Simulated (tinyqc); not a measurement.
## Density and mobility of a removed layer (differential Hall)

Problem. For layers in parallel the sheet conductance g = 1/Rs and the product g mu_H (mu_H signed, unit Hall factors) are additive. Find the sheet density and mobility of the layer that was removed, and its share of the conductance.

Constants: q = 1.602176634e-19 C. Results are converted to the units shown.

Rs before and after removing the top layer (ohm/square): 3812.3070  75018.138
apparent mobility before and after, signed (cm^2/(V s)): 172.90252  -520

Solution. The differences give g1 = q n mu and g1 mu = q n mu^2; their ratio is mu and g1^2/(q g1 mu) is n.

sheet density = 7.40e12 cm^-2
mobility = 210 cm^2/(V s)
share of the conductance = 94.9 %

tinyqc, about 0.03 s, one thread, Intel Xeon 2.30GHz (shared host): `OMP_NUM_THREADS=1 python tinyqc.py 2850199 2850200 out.jsonl`
